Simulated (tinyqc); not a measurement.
# Short-channel transistor, virtual-source model with series resistance, step by step

Computed by the program tinyqc: `OMP_NUM_THREADS=1 python tinyqc.py 2380025 2380026 out.jsonl`, one thread of a shared Intel Xeon 2.30GHz, about 0.01 s for the whole run. Printed values are rounded.

The current per gate width is the charge at the top of the source barrier (the virtual source) times its velocity times a saturation function; al and be are fitting constants of the model. Units: I in uA/um, Rs in ohm um, so I Rs = 1e-6 I Rs in volts; Q in uC/cm^2, so I = 1e-4 Q vx0 Fsat with vx0 in cm/s.

Inputs (values chosen for the exercise):
```
symbol,value,unit,meaning
T,300,K,temperature
Cinv,1.78,uF/cm^2,inversion capacitance
vx0,7.09e6,cm/s,velocity at the virtual source
mu,140,cm^2/(V s),apparent mobility
L,65,nm,channel length
VT0,0.287,V,threshold at zero drain voltage
dl,0.048,V/V,drain-induced barrier lowering
n0,1.28,,subthreshold factor
nd,0.2,1/V,growth of n with drain voltage
al,3.5,,threshold shift (in units of Vt) from weak to strong inversion
be,2,,sharpness of saturation
Rs,50,ohm um,series resistance of each contact
Vgs,0.5,V,gate voltage
Vds,0.5,V,drain voltage
```

Constants: q = 1.602176634e-19 C, kB = 1.380649e-23 J/K, Vt = kB T/q. Results are converted to the units shown.

## Iteration 1: current through the series resistance

I at the start = 0 uA/um

Intrinsic voltages Vg' = Vgs - I Rs, Vd' = Vds - 2 I Rs. n = n0 + nd Vd', VT = VT0 - dl Vd', Ff = 1/(1 + exp((Vg' - VT + al Vt/2)/(al Vt))), Q = Cinv n Vt ln(1 + exp((Vg' - VT + al Vt Ff)/(n Vt))), Vdsat = (vx0 L/mu)(1 - Ff) + Vt Ff, Fsat = u/(1 + u^be)^(1/be) with u = Vd'/Vdsat, and I(out) = Q vx0 Fsat per width. (Fsat takes the sign of u.) I(new) = I + 0.5 (I(out) - I).

Vg' = 0.5 V
Vd' = 0.5 V
VT = 0.263 V
Ff = 0.04231791
Q = 0.4287499 uC/cm^2
Vdsat = 0.3163424 V
Fsat = 0.8450667
I(out) = 256.8865 uA/um
I after iteration 1 = 128.4432 uA/um

## Iteration 2: current through the series resistance

As before.

Vg' = 0.4935778 V
Vd' = 0.4871557 V
VT = 0.2636165 V
Ff = 0.04558524
Q = 0.4167615 uC/cm^2
Vdsat = 0.3153514 V
Fsat = 0.8394656
I(out) = 248.0486 uA/um
I after iteration 2 = 188.2459 uA/um

## Course of the iteration: current through the series resistance

Stop when I changes by less than 1e-7 uA/um, or after 80 iterations.

Course of the iteration:
```
iteration  I (uA/um)  |change| (uA/um)
1           128.4432               128
2           188.2459              59.8
3           216.0973              27.9
4           229.0701              13.0
5           235.1129              6.04
6           237.9279              2.81
7           239.2392              1.31
8           239.8500             0.611
9           240.1346             0.285
...              ...               ...
21          240.3827           2.97e-5
22          240.3827           1.38e-5
23          240.3827           6.45e-6
24          240.3827           3.00e-6
25          240.3827           1.40e-6
26          240.3827           6.52e-7
27          240.3827           3.04e-7
28          240.3827           1.41e-7
29          240.3827           6.59e-8
```

Converged in 29 iterations. At the end each change is about 0.47 times the one before: linear convergence.

## What the series resistance costs

converged I = 240.3827 uA/um
I0 = 256.8865 uA/um

Intrinsic voltages Vg' = Vgs - I Rs, Vd' = Vds - 2 I Rs. n = n0 + nd Vd', VT = VT0 - dl Vd', Ff = 1/(1 + exp((Vg' - VT + al Vt/2)/(al Vt))), Q = Cinv n Vt ln(1 + exp((Vg' - VT + al Vt Ff)/(n Vt))), Vdsat = (vx0 L/mu)(1 - Ff) + Vt Ff, Fsat = u/(1 + u^be)^(1/be) with u = Vd'/Vdsat, and I = Q vx0 Fsat per width. I0 is the current for Rs = 0. Effective velocity I/Q; transit time L Q/I.

loss against I0 = 6.424541 %
effective velocity = 5.915701e6 cm/s
transit time = 1.098771 ps

The carriers leave the virtual source at 83.4 % of vx0.
